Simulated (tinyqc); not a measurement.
# Surface potential of a MOS transistor: implicit equation and explicit approximations, step by step

tinyqc, about 0.01 s, one thread, Intel Xeon 2.30GHz (shared host): `OMP_NUM_THREADS=1 python tinyqc.py 2122225 2122226 out.jsonl` Printed values are rounded.

p-type body, charge-sheet picture, depletion and inversion only, full ionisation (an idealisation for deep acceptors), Boltzmann statistics (rough once Na exp(x - xn) passes about Nc/7). In units of Vt: xg = (Vg - Vfb)/Vt, x = psi/Vt, G = gamma/sqrt(Vt), xn = (2 phiF + Vc)/Vt. The implicit equation is (xg - x)^2 = G^2 [x - 1 + exp(x - xn)] for x above about 3. Cox = eps0 eox/tox.

Parameters, values chosen for the exercise; band and dielectric values those of a made-up semiconductor: temperature T = 350 K; band gap Eg = 1.08 eV; relative permittivity eps_r = 15.1; conduction-band density of states at T Nc = 4.03e19 cm^-3; valence-band density of states at T Nv = 2.63e19 cm^-3; relative permittivity of the gate insulator (close to silicon dioxide) eox = 3.9; insulator thickness tox = 2 nm; acceptor density Na = 2.7e16 cm^-3; flat-band voltage Vfb = -0.41 V; channel-body voltage Vc = 0 V; gate-body voltage Vg = 0.34 V.

Constants: q = 1.602176634e-19 C, kB = 1.380649e-23 J/K, Vt = kB T/q, eps0 = 8.8541878128e-14 F/cm where lengths are in cm. Results are converted to the units shown.

## Scales

ni = sqrt(Nc Nv) exp(-Eg/(2 Vt)), Eg in volts; phiF = Vt ln(Na/ni); gamma = sqrt(2 q eps0 eps_r Na)/Cox; VT = Vfb + Vt (xn + G sqrt(xn - 1)).

phiF = 0.326014 V
gamma = 0.0622919 V^0.5
G = 0.358683
xn = 21.6185
VT = 0.291150 V
xg = 24.8668

## Explicit approximation

Depletion value a = 1 + [sqrt(G^2/4 + xg - 1) - G/2]^2; inversion value b = xn + ln[(xg - xn)^2/G^2 - xn + 1] and first guess y = min(a, b) - ln(1 + exp(-|a - b|)) if a > xn + 1, else b = y = a; one second-order correction with D = exp(y - xn), p = 2 (xg - y) + G^2 (1 + D), w = (xg - y)^2 - G^2 (y - 1 + D): z = y + 2 w/(p + sqrt(p^2 - 2 (2 - G^2 D) w)), or the Newton step z = y + w/p where the root is not real.

a = 23.1777
b = 25.7359
y = 23.1031
p = 4.22392
w = -0.300622
z = 23.0327

The root of the implicit equation is x = 23.0328; y misses it by 0.070 and z by -7.5e-6, in units of Vt.

## Starting value

x = y rounded to two decimals.

x at the start = 23.1

## Iteration 1: new x

D = exp(x - xn), f = (xg - x)^2 - G^2 (x - 1 + D), f' = -2 (xg - x) - G^2 (1 + D), x(new) = x - f/f'.

D = 4.39967
f = -0.287611
f' = -4.22834
x after iteration 1 = 23.0320

## Iteration 2: new x

As before.

D = 4.11036
f = 0.00334647
f' = -4.32716
x after iteration 2 = 23.0328

## Iteration 3: new x

As before.

D = 4.11354
f = 4.39912e-7
f' = -4.32602
x after iteration 3 = 23.0328

## Course of the iteration

Stop when the step is below 1e-11, or after 60 iterations.

Course of the iteration:
```
iteration  x before the step     step
1                       23.1  -0.0680
2                    23.0320  7.73e-4
3                    23.0328  1.02e-7
4                    23.0328  < 1e-14
```

Converged in 4 iterations.

## Potential, charges and gate control

converged x = 23.0328

psi = Vt x; N_dep = Cox Vt G sqrt(x - 1)/q; N_inv = (Cox Vt G/q) [sqrt(x - 1 + exp(x - xn)) - sqrt(x - 1)]; dpsi/dVg = 1/[1 + G^2 (1 + exp(x - xn))/(2 (xg - x))].

psi = 0.694683 V
N_dep = 5.47217e11 cm^-2
N_inv = 4.8898e10 cm^-2
dpsi/dVg = 0.847926

psi lies 1.4 Vt above 2 phiF + Vc.
